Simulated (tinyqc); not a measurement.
## Trap density and cross-section from triangular pulses

Problem. In charge pumping, for a flat interface trap density D0 and a symmetric triangular wave, Qcp = -2 q A D0 Vt ln[vth s ni (dV/Va)/(2 f)], with s the geometric mean cross-section. Find D0, the frequency f0 where the line meets zero, and s.

Parameters, values chosen for the exercise:
```
symbol  value  unit                                                               meaning
T         200     K                                                           temperature
A         1.5  um^2                                                             gate area
vth     1.1e7  cm/s  thermal velocity at 200 K, one nominal value for electrons and holes
dV       1.01     V                                                             Vth - Vfb
Va        2.6     V                                                          pulse height
```

Constants: q = 1.602176634e-19 C, kB = 1.380649e-23 J/K, Vt = kB T/q. Results are converted to the units shown.

Qcp at f = 20000 and 5e5 Hz (fC): 0.15230658  0.18430437
ni = 3.4411311e6 cm^-3

Answer. Qcp is linear in ln f: the slope gives D0 and the zero gives s = 2 f0 Va/(vth ni dV).

D0 = 1.200e11 cm^-2 eV^-1
f0 = 0.004436 Hz
s = 6.033e-16 cm^2

Computed by the program tinyqc: `OMP_NUM_THREADS=1 python tinyqc.py 2030030 2030031 out.jsonl`, one thread of a shared Intel Xeon 2.30GHz, about 0.01 s for the whole run.
